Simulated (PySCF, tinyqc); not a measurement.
Worked calculation: RKS/LDA (VWN5) in the sto-3g basis, for H6, spin multiplicity 1. The lowest restricted solution is unstable here: a spin-polarised one lies 0.0006 hartree lower (PySCF). One step of it, computed by the program tinyqc.

Task: Iteration 2: building the Kohn-Sham matrix. J_ij = sum D_kl (ij|kl); F = H + J + V_xc; E = tr D H + tr D J / 2 + E_xc + E_nn.

D after iteration 1:
```
           1H 1s      2H 1s      3H 1s      4H 1s      5H 1s      6H 1s
1H 1s   0.898592   0.460873  -0.198680  -0.436505   0.034360   0.580613
2H 1s   0.460873   0.625180   0.367426  -0.091709  -0.120569   0.034360
3H 1s  -0.198680   0.367426   0.669202   0.378242  -0.091709  -0.436505
4H 1s  -0.436505  -0.091709   0.378242   0.669202   0.367426  -0.198680
5H 1s   0.034360  -0.120569  -0.091709   0.367426   0.625180   0.460873
6H 1s   0.580613   0.034360  -0.436505  -0.198680   0.460873   0.898592
```

core Hamiltonian H = T + V (hartree):
```
           1H 1s      2H 1s      3H 1s      4H 1s      5H 1s      6H 1s
1H 1s  -1.496027  -0.757630  -0.208288  -0.018872  -0.002041  -0.000052
2H 1s  -0.757630  -1.965492  -1.273863  -0.222177  -0.039168  -0.002041
3H 1s  -0.208288  -1.273863  -2.070565  -0.862654  -0.222177  -0.018872
4H 1s  -0.018872  -0.222177  -0.862654  -2.070565  -1.273863  -0.208288
5H 1s  -0.002041  -0.039168  -0.222177  -1.273863  -1.965492  -0.757630
6H 1s  -0.000052  -0.002041  -0.018872  -0.208288  -0.757630  -1.496027
```

Two-electron integrals (ij|kl) in chemists' order, unique and non-zero (hartree):
```
(11|11) 0.774606   (21|11) 0.207816   (21|21) 0.078147   (22|11) 0.403346
(22|21) 0.207816   (22|22) 0.774606   (31|11) 0.039295   (31|21) 0.016421
(31|22) 0.050677   (31|31) 0.003878   (32|11) 0.166559   (32|21) 0.086407
(32|22) 0.344329   (32|31) 0.024322   (32|32) 0.190551   (33|11) 0.242218
(33|21) 0.122850   (33|22) 0.502454   (33|31) 0.039295   (33|32) 0.344329
(33|33) 0.774606   (41|11) 0.002213   (41|21) 0.001034   (41|22) 0.003608
(41|31) 0.000274   (41|32) 0.001963   (41|33) 0.003608   (41|41) 0.000022
(42|11) 0.020526   (42|21) 0.010149   (42|22) 0.039295   (42|31) 0.003005
(42|32) 0.024322   (42|33) 0.050677   (42|41) 0.000274   (42|42) 0.003878
(43|11) 0.068603   (43|21) 0.032419   (43|22) 0.122850   (43|31) 0.010149
(43|32) 0.086407   (43|33) 0.207816   (43|41) 0.001034   (43|42) 0.016421
(43|43) 0.078147   (44|11) 0.154053   (44|21) 0.068603   (44|22) 0.242218
(44|31) 0.020526   (44|32) 0.166559   (44|33) 0.403346   (44|41) 0.002213
(44|42) 0.039295   (44|43) 0.207816   (44|44) 0.774606   (51|11) 0.000168
(51|21) 0.000081   (51|22) 0.000302   (51|31) 0.000023   (51|32) 0.000183
(51|33) 0.000371   (51|41) 2.08e-06   (51|42) 0.000028   (51|43) 0.000115
(51|44) 0.000261   (51|51) 2.10e-07   (52|11) 0.002815   (52|21) 0.001337
(52|22) 0.005040   (52|31) 0.000403   (52|32) 0.003300   (52|33) 0.007298
(52|41) 0.000039   (52|42) 0.000589   (52|43) 0.002673   (52|44) 0.007298
(52|51) 4.23e-06   (52|52) 0.000096   (53|11) 0.014487   (53|21) 0.006600
(53|22) 0.023977   (53|31) 0.002008   (53|32) 0.016537   (53|33) 0.039295
(53|41) 0.000206   (53|42) 0.003353   (53|43) 0.016421   (53|44) 0.050677
(53|51) 0.000023   (53|52) 0.000589   (53|53) 0.003878   (54|11) 0.073566
(54|21) 0.031879   (54|22) 0.108765   (54|31) 0.009235   (54|32) 0.071891
(54|33) 0.166559   (54|41) 0.000957   (54|42) 0.016537   (54|43) 0.086407
(54|44) 0.344329   (54|51) 0.000113   (54|52) 0.003300   (54|53) 0.024322
(54|54) 0.190551   (55|11) 0.121315   (55|21) 0.051367   (55|22) 0.170257
(55|31) 0.014487   (55|32) 0.108765   (55|33) 0.242218   (55|41) 0.001441
(55|42) 0.023977   (55|43) 0.122850   (55|44) 0.502454   (55|51) 0.000168
(55|52) 0.005040   (55|53) 0.039295   (55|54) 0.344329   (55|55) 0.774606
(61|11) 2.79e-06   (61|21) 1.30e-06   (61|22) 4.82e-06   (61|31) 3.95e-07
(61|32) 3.23e-06   (61|33) 0.000007   (61|41) 3.90e-08   (61|42) 5.97e-07
(61|43) 2.74e-06   (61|44) 0.000007   (61|52) 9.81e-08   (61|53) 5.97e-07
(61|54) 3.23e-06   (61|55) 4.82e-06   (62|11) 0.000106   (62|21) 0.000047
(62|22) 0.000168   (62|31) 0.000014   (62|32) 0.000113   (62|33) 0.000261
(62|41) 1.44e-06   (62|42) 0.000023   (62|43) 0.000115   (62|44) 0.000371
(62|51) 1.64e-07   (62|52) 4.23e-06   (62|53) 0.000028   (62|54) 0.000183
(62|55) 0.000302   (62|62) 2.10e-07   (63|11) 0.000961   (63|21) 0.000419
(63|22) 0.001441   (63|31) 0.000122   (63|32) 0.000957   (63|33) 0.002213
(63|41) 0.000012   (63|42) 0.000206   (63|43) 0.001034   (63|44) 0.003608
(63|51) 1.44e-06   (63|52) 0.000039   (63|53) 0.000274   (63|54) 0.001963
(63|55) 0.003608   (63|61) 3.90e-08   (63|62) 2.08e-06   (63|63) 0.000022
(64|11) 0.010379   (64|21) 0.004383   (64|22) 0.014487   (64|31) 0.001233
(64|32) 0.009235   (64|33) 0.020526   (64|41) 0.000122   (64|42) 0.002008
(64|43) 0.010149   (64|44) 0.039295   (64|51) 0.000014   (64|52) 0.000403
(64|53) 0.003005   (64|54) 0.024322   (64|55) 0.050677   (64|61) 3.95e-07
(64|62) 0.000023   (64|63) 0.000274   (64|64) 0.003878   (65|11) 0.038362
(65|21) 0.015901   (65|22) 0.051367   (65|31) 0.004383   (65|32) 0.031879
(65|33) 0.068603   (65|41) 0.000419   (65|42) 0.006600   (65|43) 0.032419
(65|44) 0.122850   (65|51) 0.000047   (65|52) 0.001337   (65|53) 0.010149
(65|54) 0.086407   (65|55) 0.207816   (65|61) 1.30e-06   (65|62) 0.000081
(65|63) 0.001034   (65|64) 0.016421   (65|65) 0.078147   (66|11) 0.094227
(66|21) 0.038362   (66|22) 0.121315   (66|31) 0.010379   (66|32) 0.073566
(66|33) 0.154053   (66|41) 0.000961   (66|42) 0.014487   (66|43) 0.068603
(66|44) 0.242218   (66|51) 0.000106   (66|52) 0.002815   (66|53) 0.020526
(66|54) 0.166559   (66|55) 0.403346   (66|61) 2.79e-06   (66|62) 0.000168
(66|63) 0.002213   (66|64) 0.039295   (66|65) 0.207816   (66|66) 0.774606
```

nuclear repulsion = 4.19342395 hartree

V_xc (hartree):
```
           1H 1s      2H 1s      3H 1s      4H 1s      5H 1s      6H 1s
1H 1s  -0.420716  -0.139176  -0.032642  -0.002376  -0.000223  -0.000005
2H 1s  -0.139176  -0.442287  -0.228442  -0.032549  -0.005065  -0.000223
3H 1s  -0.032642  -0.228442  -0.442655  -0.139532  -0.032549  -0.002376
4H 1s  -0.002376  -0.032549  -0.139532  -0.442655  -0.228442  -0.032642
5H 1s  -0.000223  -0.005065  -0.032549  -0.228442  -0.442287  -0.139176
6H 1s  -0.000005  -0.000223  -0.002376  -0.032642  -0.139176  -0.420716
```

E_xc = sum of w rho eps_xc = -1.95718601 hartree

Give: Coulomb J; Kohn-Sham matrix F; total energy of this density.

Result:

Coulomb J (hartree):
```
        1H 1s   2H 1s   3H 1s   4H 1s   5H 1s   6H 1s
1H 1s  1.7996  0.6966  0.1735  0.0139  0.0014  0.0000
2H 1s  0.6966  2.1822  1.1840  0.1852  0.0298  0.0014
3H 1s  0.1735  1.1840  2.2720  0.7844  0.1852  0.0139
4H 1s  0.0139  0.1852  0.7844  2.2720  1.1840  0.1735
5H 1s  0.0014  0.0298  0.1852  1.1840  2.1822  0.6966
6H 1s  0.0000  0.0014  0.0139  0.1735  0.6966  1.7996
```

Kohn-Sham matrix F (hartree):
```
         1H 1s    2H 1s    3H 1s    4H 1s    5H 1s    6H 1s
1H 1s  -0.1171  -0.2002  -0.0674  -0.0074  -0.0009   0.0000
2H 1s  -0.2002  -0.2256  -0.3183  -0.0695  -0.0144  -0.0009
3H 1s  -0.0674  -0.3183  -0.2412  -0.2178  -0.0695  -0.0074
4H 1s  -0.0074  -0.0695  -0.2178  -0.2412  -0.3183  -0.0674
5H 1s  -0.0009  -0.0144  -0.0695  -0.3183  -0.2256  -0.2002
6H 1s   0.0000  -0.0009  -0.0074  -0.0674  -0.2002  -0.1171
```

total energy of this density = -3.121508 hartree

This density is a damped mixture and is not idempotent.
